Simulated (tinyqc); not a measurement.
Six-transistor SRAM cell, nodal equations and margins: one step of the calculation.

Two cross-coupled inverters (pull-down bn, pull-up bp) hold the nodes Q and QB; access transistors (ba, threshold VTn, gate on the word line at Vdd when selected) join them to the bit lines. Transistor (EKV form, voltages against the body): I = 2 n b Vt^2 [F(vp - Vs) - F(vp - Vd)] from drain to source, F(v) = ln^2(1 + exp(v/(2 Vt))), vp = (Vg - VT + sg |Vd - Vs|)/n. n-channel bodies are at 0; for the p-channel device all voltages are counted down from Vdd. b in uA/V^2 gives I in uA. For an access transistor the bit line is the drain and the node the source. In a read both bit lines are at Vdd. The cell is symmetric (no mismatch).

Question. The largest square in the read butterfly. f(x) is the node voltage of one half-cell in a read for input x (In - Ip - Ia = 0). Static noise margin: side of the largest square between the curve (x, f(x)) and its mirror image (f(y), y); with h(c) the root x of f(x) - x = c, it is the maximum over c > 0 of h(c) - h(-c) + c.

Parameters, values chosen for the exercise:
```
symbol,value,unit,meaning
T,293,K,temperature
Vdd,1,V,supply voltage
n,1.41,,slope factor
sg,0.027,,drain-induced barrier lowering
VTn,0.27,V,n-channel threshold
VTp,0.43,V,p-channel threshold (magnitude)
bn,610,uA/V^2,gain factor of the pull-down transistor
ba,510,uA/V^2,gain factor of the access transistor
bp,170,uA/V^2,gain factor of the pull-up transistor
```

Constants: q = 1.602176634e-19 C, kB = 1.380649e-23 J/K, Vt = kB T/q. Results are converted to the units shown.

c, point 0 to 6 (V): 0.17  0.28  0.4  0.48  0.56  0.62  0.68

Find: h(c); h(-c); side.

Answer.

```
point  h(c) (V)  h(-c) (V)  side (V)
0       0.36495    0.51044   0.02451
1       0.35729    0.57208   0.06521
2       0.35389    0.64301   0.11088
3       0.35035    0.69572   0.13463
4       0.33934    0.75393   0.14540
5       0.32066    0.80053   0.14013
6       0.29068    0.84903   0.12165
```

The maximum over c is 145.4 mV, the read margin; with the word line off (no Ia) the same construction gives 343.5 mV.

Program tinyqc, `OMP_NUM_THREADS=1 python tinyqc.py 2340072 2340073 out.jsonl`; Intel Xeon 2.30GHz, shared host, one thread, about 0.1 s.
